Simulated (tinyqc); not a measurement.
From diffusion length 2 sqrt(Dt) back to preheat temperature T0: millisecond and nanosecond annealing: surface heating, thermal budget and solid-phase regrowth. Computed by tinyqc, a small Python program. Command: `OMP_NUM_THREADS=1 python tinyqc.py 3027996 3027997 out.jsonl flash inv`. One thread of a shared host (Intel(R) Xeon(R) Processor @ 2.30GHz), about 0.07 s of CPU time with the checks.

A square pulse heats the surface of a thick wafer with constant thermal properties; losses by radiation are neglected and silicon melts at 1414 C.

Inputs (values chosen for the exercise, modelled on hot silicon with phosphorus): incident fluence = 0.266 J/cm^2; pulse length t_p = 3.9e-08 s; reflectance R = 0.5; thermal conductivity k = 0.24 W/(cm K); heat capacity per volume c = 2.28 J/(cm^3 K); dopant prefactor D0 = 5.12 cm^2/s; dopant activation energy E = 3.66 eV; regrowth prefactor v0 = 4.3e+08 cm/s; regrowth energy E_v = 2.71 eV.

Source: pulsed laser.

Constants: k_B = 8.617333262e-05 eV/K.

Method:
- Absorbed flux q = (1 - R) fluence/t_p; kappa = k/c. With f(z, t) = (2 q/k) sqrt(kappa t) ierfc(z/(2 sqrt(kappa t))), ierfc(x) = exp(-x^2)/sqrt(pi) - x erfc(x): T = T0 + f(z, t) during the pulse and T0 + f(z, t) - f(z, t - t_p) after it.
- At the surface the rise at the end of the pulse is 2 q sqrt(t_p/(pi k c)); the fluence that just melts the surface scales with (1414 - T0).
- Temperatures in kelvin are T(C) + 273.15.
- Integrate exp(-E/(k_B T(t))) at the surface from 0 to 10 t_p (Gauss-Legendre, 60 points in sqrt(t) up to t_p and 60 in sqrt(t - t_p) after it). (Dt) = D0 x integral with E; regrowth = v0 x integral with E_v; effective time = integral/exp(-E/(k_B T_peak)).

Task: A run gave the result below. Find the preheat temperature T0, known to lie between 16 and 31 C.

diffusion length 2 sqrt(Dt) = 0.0002781172 nm

Result:

Each step takes the trial c = (a f_b - b f_a)/(f_b - f_a), f being the result less the target and a, b, c the logarithms of the listed values; c replaces end b, the old b replaces a if the sign of f changed, and otherwise f_a is halved.

Scan of the range:
```
preheat temperature T0 (C)  diffusion length 2 sqrt(Dt) (nm)
16.0                                             2.41927e-04
17.9                                             2.47968e-04
19.9                                             2.54471e-04
22.3                                             2.62474e-04
24.9                                             2.71394e-04
27.8                                             2.81660e-04
31.0                                             2.93385e-04
```

False position (Illinois rule, in the logarithm of the input) inside the bracket:
```
step    end a    end b    trial  diffusion length 2 sqrt(Dt) (nm)
1     24.9000  27.8000  26.7630                       2.77950e-04
2     27.8000  26.7630  26.8089                       2.78113e-04
3     27.8000  26.8089  26.8111                       2.78121e-04
4     26.8089  26.8111  26.8100                       2.78117e-04
```

Diffusion length 2 sqrt(Dt) rises at every point of a 13-point scan of the range (every second point is shown), so one value fits; it is bracketed by 24.9 and 27.8. Answer: preheat temperature T0 = 26.81 C.

Caution: cold silicon conducts heat several times better than the constant k used here, so the real melting fluence is higher. Caution: equilibrium diffusivities are used; implant damage enhances diffusion, and k and c vary with temperature. Caution: a diffusion length below the atomic spacing of 0.235 nm means about one jump per atom or fewer, so the profile does not change measurably.
